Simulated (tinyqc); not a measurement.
Model-solid line-up of a strained alloy layer on a substrate: sweeps and comparisons. A value that a table varies takes the place of the one given here.

All values of the alloy are linear in x but the gap, Eg(x) = (1 - x) Eg_A + x Eg_B - C x (1 - x), and the valence edge, Ev(x) = (1 - x) Ev_A + x Ev_B + fv C x (1 - x); Ec = Ev + Eg. Ev is the top of the unstrained valence band on a scale common to all materials. In the layer only the Gamma valley of the conduction band is followed, also where an X or L valley would lie lower.

Coherent growth on a (001) face: e_par = (a_s - a)/a, e_perp = -2 (C12/C11) e_par; exx = eyy = e_par, ezz = e_perp, no shear.

Strained edges: Ec + ac tr(e); the valence edges are Ev plus the levels of the 6 x 6 matrix of X, Y, Z times spin with -Dso/3 + l exx + m (eyy + ezz) on the diagonal (cyclic), n exy off it, l = av + 2 b, m = av - b, n = sqrt(3) d. Spin-orbit term (Dso/3) L.sigma on X, Y, Z with (L_k)_ij = -i epsilon_kij: <X+|H|Y+> = -i Dso/3, <X+|H|Z-> = Dso/3, <Y+|H|Z-> = -i Dso/3, <Z+|H|X-> = -Dso/3, <Z+|H|Y-> = i Dso/3, <X-|H|Y-> = i Dso/3, and their conjugates; + and - are the spin along z.

dEc = Ec(substrate) - Ec(layer), dEv = Ev(layer) - Ev(substrate); positive values confine the carrier in the layer. Type I: both of one sign; type II: opposite signs; type III: the gaps do not overlap.

Coherent growth: e_par = (a_s - a)/a. (001): e_perp = -2 (C12/C11) e_par; exx = eyy = e_par, ezz = e_perp, no shear. (111): e_perp = -(2 C11 + 4 C12 - 4 C44)/(C11 + 2 C12 + 4 C44) e_par; exx = eyy = ezz = (2 e_par + e_perp)/3 and exy = eyz = ezx = (e_perp - e_par)/3. (110): e_perp = -(C11 + 3 C12 - 2 C44)/(C11 + C12 + 2 C44) e_par; exx = eyy = (e_par + e_perp)/2, ezz = e_par, exy = (e_perp - e_par)/2, eyz = ezx = 0.

Inputs chosen for the exercise (A near GaP, B near GaAs, substrate near GaAs; shifted at random, so the results belong to these values and not to a real crystal):
- a = (5.453, 5.649) angstrom (lattice constant of A, B)
- Eg = (2.908, 1.504) eV (gap at Gamma to the s-like level of A, B)
- Dso = (0.08, 0.34) eV (spin-orbit splitting of A, B)
- Ev = (-1.28, -0.81) eV (top of the unstrained valence band of A, B)
- ac = (-8.3, -7.22) eV (conduction deformation potential of A, B)
- av = (1.7, 1.17) eV (valence hydrostatic potential of A, B)
- b = (-1.58, -2.01) eV (tetragonal shear potential of A, B)
- d = (-4.63, -4.76) eV (trigonal shear potential of A, B)
- C11 = (140.2, 121.6) GPa (of A, B)
- C12 = (62.3, 56.5) GPa (of A, B)
- C44 = (71.2, 59.1) GPa (of A, B)
- C = 0.2 eV (bowing of the gap)
- fv = 0.3 (share of the bowing taken by the valence edge)
- a_s = 5.649 angstrom (substrate)
- Eg_s = 1.504 eV (lowest gap of the substrate)
- Ev_s = -0.81 eV (substrate valence edge)
- face = 001 (growth face)
- x = 0.81 (fraction of B)

## Composition against offsets

Each composition is strained to the same substrate.

Results:
```
x     e_par (%)  relaxed gap (eV)  strained gap (eV)  valence splitting (meV)  dEc (eV)  dEv (eV)  type
0.17       2.97             2.641              2.168                      248    -0.489    -0.174     I
0.28       2.56             2.475              2.074                      214    -0.419    -0.152     I
0.40       2.13             2.298              1.975                      177    -0.343    -0.127     I
0.51       1.73             2.142              1.885                      143    -0.276    -0.105     I
0.63       1.30             1.977              1.790                      106    -0.205    -0.081     I
0.74       0.91             1.831              1.704                       73    -0.142    -0.058     I
0.86       0.49             1.676              1.611                       39    -0.075    -0.032     I
0.97       0.10             1.540              1.527                        8    -0.016    -0.007     I
```

The layer stays under tension over this range. The strained gap runs from 2.168 to 1.527 eV, against 2.641 to 1.540 eV for the relaxed alloy: strain takes back part of the change that the composition makes. Strains above 2 % can be kept only in layers of a few nanometres. The line-up is type I throughout, with the layer as the barrier. Offsets below about 50 meV are within the spread of parameter sets, so those rows do not settle the type. Where the alloy is indirect its X or L edge, left out, lies lower and sets the real gap and dEc.

## The same layer on three faces

Composition and substrate are kept.

Results:
```
face   e_perp (%)  tr(e) (%)  shift of Ec (meV)  shift of Ev (meV)  valence splitting (meV)  gap (eV)
(001)      -0.611      0.716              -53.2               37.5                     52.9    1.6493
(111)      -0.321      1.006              -74.7               44.2                     58.3    1.6211
(110)      -0.380      0.947              -70.3               43.0                     57.4    1.6267
```

The layer yields most along the normal on (001) and least on (111), so the volume change, and with it the shift of Ec, is largest on (111). The valence splitting, set by b on (001), by d on (111) and by both on (110), is largest on (111). The gaps span 28 meV, from (111) to (001).

## What each parameter does

Strained gap, valence splitting and offsets. Each row changes one parameter from the base and keeps the others.

Results:
```
case                        gap (eV)  splitting (meV)  dEc (eV)  dEv (eV)
base                          1.6493             52.9   -0.1027   -0.0426
x = 0.79                      1.6648             58.7   -0.1139   -0.0469
a_s = 5.629 angstrom          1.6989             23.6   -0.1313   -0.0636
C = 0.3 eV                    1.6339             52.9   -0.0920   -0.0380
fv = 0.5                      1.6493             52.9   -0.1089   -0.0364
Ev_s = -0.76 eV               1.6493             52.9   -0.0527   -0.0926
av = (1.955, 1.346) eV        1.6480             52.9   -0.1027   -0.0412
C12 = (71.645, 64.975) GPa    1.6550             57.0   -0.1095   -0.0415
b = (-1.817, -2.311) eV       1.6445             61.4   -0.1027   -0.0378
```

The largest shifts from the base row, up to three for each result and ties (the steps differ in size, so this ranks the rows, not the parameters). gap (eV): a_s +0.0496, x +0.0155, C -0.0154; unchanged at the printed digits by fv and Ev_s. splitting (meV): a_s -29.3, b +8.5, x +5.8; unchanged at the printed digits by C, fv, Ev_s and av. dEc (eV): Ev_s +0.0500, a_s -0.0286, x -0.0111; unchanged at the printed digits by av and b. dEv (eV): Ev_s -0.0500, a_s -0.0210, fv +0.0062.

(tinyqc, `OMP_NUM_THREADS=1 python tinyqc.py 1051247 1051248 out.jsonl`, Intel(R) Xeon(R) Processor @ 2.30GHz, 1 thread, shared host, about 0.02 s.)
